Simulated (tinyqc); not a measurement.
Rectangular fin or nanosheet with a gate all round, subbands and threshold shift from confinement: one step of the calculation.

Undoped body with a flat potential across it, hard walls, transport along x. One isotropic valley (g = 1, mx = my = mz = me). Non-parabolicity enters the subband edges through E (1 + al E) = gamma, so E = 2 gamma/(1 + sqrt(1 + 4 al gamma)); motion within a subband is taken as parabolic with the band-edge mass. Energies are counted from the bulk band edge.

Task. Threshold shift. Each subband has N_k = g sqrt(2 mx m0 kB T/(pi hbar^2)); without degeneracy n = exp(EF/Vt) sum N_k exp(-E_k/Vt). Classical value Nc times t H, Nc = sum over valleys of 2 g (m m0 kB T/(2 pi hbar^2))^1.5 with m = (mx my mz)^(1/3). Threshold shift dVT = Vt ln(classical value/sum N_k exp(-E_k/Vt)). Use the subbands listed.

Values chosen for this exercise; masses close to those of InAs: temperature T = 400 K; mass at the band edge me = 0.0233 m0; width (along y) t = 9.5 nm; height (along z) H = 9.5 nm.

Constants: q = 1.602176634e-19 C, kB = 1.380649e-23 J/K, hbar = 1.054571817e-34 J s, m0 = 9.1093837015e-31 kg, Vt = kB T/q. Results are converted to the units shown.

E_k, subband 1,1 to 2,2 (eV): [0.22785177, 0.43058929, 0.43058929, 0.58245036]
N_k, subband 1,1 to 2,2 (cm^-1): [8.1913974e5, 8.1913974e5, 8.1913974e5, 8.1913974e5]

Find: shares; sum N_k exp(-E_k/Vt); Nc; classical value; dVT.

Result.

shares, subband 1,1 to 2,2 (%): [99.44, 0.28, 0.28, 0.00]
sum N_k exp(-E_k/Vt) = 1109 cm^-1
Nc = 1.374e17 cm^-3
classical value = 1.240e5 cm^-1
dVT = 162.6 mV

Range of the model: Non-parabolicity also makes carriers heavier within each subband, which is left out, so densities of states are understated at high energy.

Program tinyqc, `OMP_NUM_THREADS=1 python tinyqc.py 2350139 2350140 out.jsonl`; Intel Xeon 2.30GHz, shared host, one thread, about 0.1 s.
